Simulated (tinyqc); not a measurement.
UKS/BLYP in the sto-6g basis, for BeH, spin multiplicity 2, step by step. One step of it, computed by the program tinyqc.

Problem. Orthogonalisation. S = U s U^T; symmetric (Loewdin) form X = U s^(-1/2) U^T, so that X^T S X = 1.

overlap S:
```
           1Be 1s    1Be 2s   1Be 2px   1Be 2py   1Be 2pz     2H 1s
1Be 1s   1.000000  0.254764  0.000000  0.000000  0.000000  0.065688
1Be 2s   0.254764  1.000000  0.000000  0.000000  0.000000  0.443878
1Be 2px  0.000000  0.000000  1.000000  0.000000  0.000000  0.000000
1Be 2py  0.000000  0.000000  0.000000  1.000000  0.000000  0.000000
1Be 2pz  0.000000  0.000000  0.000000  0.000000  1.000000  0.513042
2H 1s    0.065688  0.443878  0.000000  0.000000  0.513042  1.000000
```

Give: eigenvalues of S; X.

Solution.

eigenvalues of S: 0.313  0.797  1.000  1.000  1.171  1.719

X:
```
         1Be 1s  1Be 2s  1Be 2px  1Be 2py  1Be 2pz   2H 1s
1Be 1s    1.026  -0.142    0.000    0.000   -0.010   0.019
1Be 2s   -0.142   1.145    0.000    0.000    0.135  -0.330
1Be 2px   0.000   0.000    1.000    0.000    0.000   0.000
1Be 2py   0.000   0.000    0.000    1.000    0.000   0.000
1Be 2pz  -0.010   0.135    0.000    0.000    1.153  -0.376
2H 1s     0.019  -0.330    0.000    0.000   -0.376   1.269
```
